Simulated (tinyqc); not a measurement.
## Trap density from two Hall measurements

Question. p-type body, charge-sheet picture, full ionisation (an idealisation for deep acceptors), Boltzmann statistics for free electrons. e = Ec - EF at the surface. psi = Eg - Vt ln(Nv/Na) - e; N_dep = sqrt(2 eps0 eps_r Na (psi - Vt)/q); n_f = sqrt(N_dep^2 + 2 eps0 eps_r Vt Nc exp(-e/Vt)/q) - N_dep; Vg = Vfb + psi + q (N_dep + n_t + n_f)/Cox, Cox = eps0 eox/tox. Find e and n_t at both points and the mean trap density between them.

Values chosen for this exercise; band and dielectric values close to those of 4H silicon carbide:
- T = 400 K (temperature)
- Eg = 3.24 eV (band gap)
- eps_r = 9.84 (relative permittivity)
- Nc = 2.66e19 cm^-3 (conduction-band density of states at T)
- Nv = 3.88e19 cm^-3 (valence-band density of states at T)
- eox = 3.9 (relative permittivity of the insulator)
- tox = 26 nm (insulator thickness)
- Na = 4e15 cm^-3 (acceptor density)
- Vfb = -2.43 V (flat-band voltage without trapped charge)

Constants: q = 1.602176634e-19 C, kB = 1.380649e-23 J/K, Vt = kB T/q, eps0 = 8.8541878128e-14 F/cm where lengths are in cm. Results are converted to the units shown.

Vg (V): [0.61066838, 0.75815390]
free sheet density from the Hall effect (cm^-2): [1.4650498e9, 2.0212052e10]

Answer. Each n_f fixes e; what the gate voltage holds beyond psi, N_dep and n_f is trapped; the difference quotient is the density, smeared over a few Vt.

e (eV): [0.3180, 0.2260]
n_t (cm^-2): [2.476e10, 4.608e10]
mean trap density = 2.317e11 cm^-2 eV^-1

Computed by the program tinyqc: `OMP_NUM_THREADS=1 python tinyqc.py 2222138 2222139 out.jsonl`, one thread of a shared Intel Xeon 2.30GHz, about 0.02 s for the whole run.
